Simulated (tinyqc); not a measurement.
# Resistance of a tapered via with liner, size effect and interface: effects of single changes

A round via whose diameter grows from db at the bottom as D(z) = db + 2 z/tan(ang). The fill, of diameter D - 2 tl, starts above the bottom liner (thickness fb tl) and has rho = rho0 (1 + ks lam/(D - 2 tl)); the sidewall liner conducts in parallel with it. The bottom liner and the interface are crossed over the full area pi db^2/4. Spreading in the lines above and below is left out.

Values chosen for this exercise; fill metal close to copper: diameter at the bottom db = 37 nm; height hv = 83 nm; sidewall angle ang = 89 degrees; bulk resistivity of the fill rho0 = 1.71 uohm cm; mean free path of the fill lam = 40.9 nm; size-effect factor ks = 1.6; liner on the sidewall tl = 2.5 nm; liner at the bottom over that on the sidewall fb = 0.5; resistivity of the liner rl = 220 uohm cm; interface resistivity at the bottom ri = 1e-12 ohm cm^2; ballistic conductance per area, about 3/(4 rho0 lam) Sb = 1.1e15 S/m^2; bulk resistivity of the second fill (close to molybdenum) rho2 = 5.42 uohm cm; its mean free path lam2 = 11.4 nm; its liner tl2 = 0.6 nm.

Each table varies one quantity; the others keep the values above.

## Via resistance against the diameter at the bottom

Slices between z0 = fb tl and hv, evaluated at their midpoints: conductance per length pi/4 [(D - 2 tl)^2/rho + (D^2 - (D - 2 tl)^2)/rl], slice resistance = slice height over that. 2000 slices. R_fill = sum of the slices; R_bottom = rl fb tl/(pi db^2/4); R_interface = ri/(pi db^2/4); ballistic (Sharvin) limit 1/(Sb pi (db - 2 tl)^2/4); ideal cylinder rho0 hv/(pi db^2/4).

Via resistance against the diameter at the bottom:
```
db (nm),R_fill (ohm),R_bottom (ohm),R_interface (ohm),R (ohm),ballistic limit (ohm),R over ideal cylinder,largest part
8.3,930.9,50.83,1.848,983.6,106.3,37.50,fill
11,290.0,28.94,1.052,320.0,32.15,21.43,fill
16,69.87,13.68,0.4974,84.04,9.566,11.91,fill
22,23.44,7.234,0.2631,30.94,4.005,8.285,fill
30,8.766,3.890,0.1415,12.80,1.852,6.374,fill
42,3.237,1.985,0.07218,5.294,0.8455,5.168,fill
58,1.318,1.041,0.03785,2.396,0.4121,4.461,fill
80,0.5640,0.5471,0.01989,1.131,0.2058,4.006,fill
```

What does the comparison show?

R falls from 984 to 1.13 ohm. The fill is the largest part at db = 8.3 and in all other rows. R goes as db^(-3.99) between the first two rows and db^(-2.33) between the last two; area alone gives -2.

## Via resistance against the height

Same model as above.

2000 slices.

The same in every row: R_bottom (ohm) = 2.5576; R_interface (ohm) = 0.093005; ballistic limit (ohm) = 1.1304.

Results:
```
hv (nm),R_fill (ohm),R (ohm),R over ideal cylinder,largest part
22,1.2892,3.9398,11.260,bottom liner
32,1.8839,4.5345,8.9100,bottom liner
67,3.8403,6.4909,6.0916,fill
98,5.4256,8.0762,5.1818,fill
140,7.3801,10.031,4.5051,fill
200,9.8423,12.493,3.9276,fill
300,13.256,15.907,3.3339,fill
```

Estimate the missing row, hv = 47 nm.

Computed row:
```
hv (nm),R_fill (ohm),R (ohm),R over ideal cylinder,largest part
47,2.7454,5.3960,7.2189,fill
```

With this row back in the table: R rises from 3.94 to 15.9 ohm. The bottom liner is the largest part at hv = 22, the fill from 47 on. The share of the two bottom terms goes from 67.3 to 16.7 %. For hv = 22, 32 the ballistic limit exceeds half of R_fill, so the diffusive model understates R.

## Two fill metals against the diameter

2000 slices. R_fill = sum of the slices; R_bottom = rl fb tl/(pi db^2/4); R_interface = ri/(pi db^2/4). The second fill has rho2, lam2 and tl2 in place of rho0, lam and tl.

Results:
```
db (nm),"R, first fill (ohm)","R, second fill (ohm)",ratio second/first
8.5,892.8,248.3,0.2782
12,230.5,102.2,0.4433
17,68.88,42.91,0.6230
24,23.96,18.69,0.7800
35,8.470,7.755,0.9156
49,3.605,3.625,1.005
100,0.6835,0.7676,1.123
```

Estimate the missing row, db = 70 nm.

Computed row:
```
db (nm),"R, first fill (ohm)","R, second fill (ohm)",ratio second/first
70,1.539,1.653,1.074
```

With this row back in the table: The ratio goes from 0.278 to 1.12. The two fills give the same R at db = 47.9 nm; below it the second gives the lower R. Ratios within a few per cent of 1 are a tie, given that ballistic terms are left out.

tinyqc, about 0.01 s, one thread, Intel Xeon 2.30GHz (shared host): `OMP_NUM_THREADS=1 python tinyqc.py 2750184 2750185 out.jsonl`
